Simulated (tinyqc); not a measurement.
Worked calculation: RHF in the sto-6g basis, for BeH2, spin multiplicity 1. One step of it, computed by the program tinyqc.

Task: Orthogonalisation. S = U s U^T; symmetric (Loewdin) form X = U s^(-1/2) U^T, so that X^T S X = 1.

overlap S, lower triangle:
```
           1Be 1s    1Be 2s   1Be 2px    1Be 2py   1Be 2pz     2H 1s     3H 1s
1Be 1s   1.000000
1Be 2s   0.254764  1.000000
1Be 2px  0.000000  0.000000  1.000000
1Be 2py  0.000000  0.000000  0.000000   1.000000
1Be 2pz  0.000000  0.000000  0.000000   0.000000  1.000000
2H 1s    0.064915  0.441756  0.000000   0.510969  0.022489  1.000000
3H 1s    0.064915  0.441756  0.000000  -0.510969  0.022489  0.032571  1.000000
```

Give: eigenvalues of S; X.

Result:

eigenvalues of S: 0.2609  0.3667  0.9386  1.0000  1.0023  1.7065  1.7249

X, lower triangle:
```
          1Be 1s   1Be 2s  1Be 2px  1Be 2py  1Be 2pz    2H 1s   3H 1s
1Be 1s    1.0271
1Be 2s   -0.1484   1.2343
1Be 2px   0.0000   0.0000   1.0000
1Be 2py   0.0000   0.0000   0.0000   1.3482
1Be 2pz  -0.0008   0.0104   0.0000   0.0000   1.0005
2H 1s     0.0164  -0.2947   0.0000  -0.4214  -0.0148   1.2784
3H 1s     0.0164  -0.2947   0.0000   0.4214  -0.0148  -0.0966  1.2784
```
